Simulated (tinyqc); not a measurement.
# Changing the current frequency f

Model: the 3-omega method: a line heater on a substrate with a thin film. Computed by tinyqc, a small Python program. Command: `OMP_NUM_THREADS=1 python tinyqc.py 3009446 3009447 out.jsonl threeomega sweep`. One thread of a shared host (Intel(R) Xeon(R) Processor @ 2.30GHz), about 0.02 s of CPU time with the checks.

A current at angular frequency omega = 2 pi f heats the line at 2 omega with the amplitude P per length; the temperature swing Delta T at 2 omega gives a voltage at 3 omega. The substrate is taken as semi-infinite and isotropic, and the heat capacity of heater and film is left out.

Inputs (values chosen for the exercise, modelled on hafnia on sapphire):
```
quantity                                    value           unit
substrate conductivity kappa                 34.2        W/(m K)
substrate heat capacity C                    3.03  1e6 J/(m^3 K)
heater half-width b                            22     micrometre
power amplitude per length P                   16            W/m
film thickness t                             1200             nm
film conductivity kappa_f                     1.1        W/(m K)
interface resistance R_i                      3.3       m^2 K/GW
substrate thickness d_s                       300     micrometre
temperature coefficient of resistance beta    3.3         1e-3/K
voltage amplitude V_1                        0.37              V
```

Method:
- D = kappa/C; q = sqrt(2 i omega/D); penetration depth 1/|q| = sqrt(D/(2 omega)).
- Delta T_s = (P/(pi kappa)) int_0^infinity (sin x/x)^2 / sqrt(x^2 + (q b)^2) dx with (q b)^2 = i |q b|^2, averaged over the heater width (12 Gauss-Legendre points on each of the pieces 0, 14 log-spaced edges from 1e-5 to 1, and multiples of pi to 40 pi; the tail adds 1/(4 (40 pi)^2)).
- For |q| b much below 1: Delta T_s = (P/(pi kappa)) [-ln(|q| b) + eta - i pi/4], eta = 3/2 - C_E = 0.92278, with Euler's C_E = 0.5772157.
- One-dimensional flow across the film: Delta T_f = P (t/kappa_f + R_i)/(2 b); total in-phase swing Delta T = Delta T_s + Delta T_f; third-harmonic amplitude V_3 = V_1 beta |Delta T|/2 with the out-of-phase part included; the apparent film conductivity is t/(t/kappa_f + R_i).
- Take the in-phase swing at f and at 2f; in the narrow-line limit kappa = P ln 2/(2 pi [Delta T(f) - Delta T(2f)]), whatever the film and the heater width.

One run for each value; columns: (1) current frequency f (Hz); (2) in-phase Delta T_s (K); (3) out-of-phase Delta T_s (K); (4) error of the slope method (%); (5) penetration depth (micrometre); (6) film share of the in-phase swing:
```
(1)         (2)       (3)         (4)     (5)      (6)
3       0.61603  -0.11679  6.0942e-02  547.17  0.39243
10      0.52646  -0.11648  2.0249e-01  299.70  0.43046
30      0.44486  -0.11573  6.0329e-01  173.03  0.47213
100     0.35593  -0.11365  1.9775e+00   94.77  0.52783
300     0.27611  -0.10922  5.7573e+00   54.72  0.59034
1000    0.19279  -0.09885  1.8160e+01   29.97  0.67361
3000    0.12593  -0.08196  5.0613e+01   17.30  0.75959
10000   0.07136  -0.05720  1.4638e+02    9.48  0.84793
30000   0.04114  -0.03654  3.2826e+02    5.47  0.90629
100000  0.02253  -0.02115  6.8202e+02    3.00  0.94641
```

What does the table show, and why?

Over the rows, in-phase Delta T_s (K) falls from 0.616 to 0.0225 (exponent d ln y / d ln x -0.13 between the first rows and -0.50 between the last); out-of-phase Delta T_s (K) rises from -0.117 to -0.0212 (exponent d ln y / d ln x -0.0022 between the first rows and -0.45 between the last); error of the slope method (%) rises from 0.0609 to 682 (exponent d ln y / d ln x 1.00 between the first rows and 0.61 between the last). At the low end the exponent of out-of-phase Delta T_s is 0.00, close to 0: the narrow-line value does not depend on f. The exponent of penetration depth stays at -0.50: a diffusion length. The in-phase swing falls linearly in ln f while the penetration depth is much larger than b; the film step does not depend on f, so its share grows.

Caution (rows 3.00, 10.0, 30.0, 100): the penetration depth exceeds a fifth of the substrate thickness, so the back face is felt and the semi-infinite formula fails.
